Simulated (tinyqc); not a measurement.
Threshold of a short bulk MOSFET: charge sharing, barrier lowering, narrow width: one step of the calculation.

n-channel device on a p-type body, depletion approximation, full ionisation. Uniform doping N = Na. Vbi from Boltzmann statistics is rough for the degenerate source. Cox = eps0 eox/tox.

Question. Short-channel and narrow-width shifts. Charge sharing (trapezoid; it ignores Vds): F = (xj/L)(sqrt(1 + 2 Wd/xj) - 1), lowering = body term times F. Barrier lowering: th = exp(-L/(2 l)) + 2 exp(-L/l), lowering = th [2 (Vbi - 2 pB) + Vds], DIBL = th. Narrow width: rise = body term times xw Wd/W. VT by each model = VT0 - lowering + rise.

Inputs (values chosen for the exercise); band and dielectric values close to those of silicon: junction depth xj = 94 nm; drain-source voltage Vds = 0.05 V; gate width W = 510 nm; shape factor of the fringing depletion at the width edges xw = 1.5708; channel length L = 130 nm.

2 pB = 0.85989770 V
Wd = 56.822377 nm
body term = 0.17084075 V
VT0 = 0.15073844 V
Vbi = 1.0173773 V
l = 14.241214 nm

Give: F; lowering by charge sharing; th; lowering of the barrier; DIBL; narrow-width rise; VT, charge sharing; VT, barrier lowering.

Answer.

F = 0.3516
lowering by charge sharing = 60.07 mV
th = 0.01064
lowering of the barrier = 3.881 mV
DIBL = 10.64 mV/V
narrow-width rise = 29.90 mV
VT, charge sharing = 0.1206 V
VT, barrier lowering = 0.1768 V

L is 9.13 scale lengths. The charge-sharing lowering is 15.5 times the barrier lowering; the first falls off as 1/L and the second exponentially. Both describe the same loss of gate control, so they are alternatives and are not added.

Computed by the program tinyqc: `OMP_NUM_THREADS=1 python tinyqc.py 2002187 2002188 out.jsonl`, one thread of a shared Intel Xeon 2.30GHz, about 0.01 s for the whole run.
